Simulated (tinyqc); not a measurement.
## Resistance of a tapered via with liner, size effect and interface: two fill metals against the diameter

A round via whose diameter grows from db at the bottom as D(z) = db + 2 z/tan(ang). The fill, of diameter D - 2 tl, starts above the bottom liner (thickness fb tl) and has rho = rho0 (1 + ks lam/(D - 2 tl)); the sidewall liner conducts in parallel with it. The bottom liner and the interface are crossed over the full area pi db^2/4. Spreading in the lines above and below is left out.

Slices between z0 = fb tl and hv, evaluated at their midpoints: conductance per length pi/4 [(D - 2 tl)^2/rho + (D^2 - (D - 2 tl)^2)/rl], slice resistance = slice height over that. 2000 slices. R_fill = sum of the slices; R_bottom = rl fb tl/(pi db^2/4); R_interface = ri/(pi db^2/4). The second fill has rho2, lam2 and tl2 in place of rho0, lam and tl.

Values chosen for this exercise; fill metal close to ruthenium:

| symbol | value | unit | meaning |
|---|---|---|---|
| hv | 71 | nm | height |
| ang | 88 | degrees | sidewall angle |
| rho0 | 7.84 | uohm cm | bulk resistivity of the fill |
| lam | 6.59 | nm | mean free path of the fill |
| ks | 1.3 |  | size-effect factor |
| tl | 0 | nm | liner on the sidewall |
| fb | 0.5 |  | liner at the bottom over that on the sidewall |
| rl | 480 | uohm cm | resistivity of the liner |
| ri | 5.6e-13 | ohm cm^2 | interface resistivity at the bottom |
| Sb | 1.5e15 | S/m^2 | ballistic conductance per area, about 3/(4 rho0 lam) |
| rho2 | 5.41 | uohm cm | bulk resistivity of the second fill (close to tungsten) |
| lam2 | 15.3 | nm | its mean free path |
| tl2 | 1.6 | nm | its liner |

Result of one run:
```
db (nm),"R, first fill (ohm)","R, second fill (ohm)",ratio second/first
24,13.650,25.276,1.8518
```

What becomes of these results when the diameter at the bottom db is changed from 24 to 12 nm, all else the same?

Result of the changed run:
```
db (nm),"R, first fill (ohm)","R, second fill (ohm)",ratio second/first
12,56.550,144.90,2.5623
```

The whole series:
```
db (nm),"R, first fill (ohm)","R, second fill (ohm)",ratio second/first
6,228.85,1219.7,5.3296
8.5,113.88,388.81,3.4143
12,56.550,144.90,2.5623
17,27.720,58.516,2.1110
24,13.650,25.276,1.8518
35,6.2893,10.562,1.6794
49,3.1574,4.9947,1.5819
70,1.5251,2.3081,1.5134
100,0.73886,1.0845,1.4678
```

The ratio goes from 5.33 to 1.47. The first fill gives the lower R in every row.

Computed by the program tinyqc: `OMP_NUM_THREADS=1 python tinyqc.py 2750174 2750175 out.jsonl`, one thread of a shared Intel Xeon 2.30GHz, about 0.01 s for the whole run.
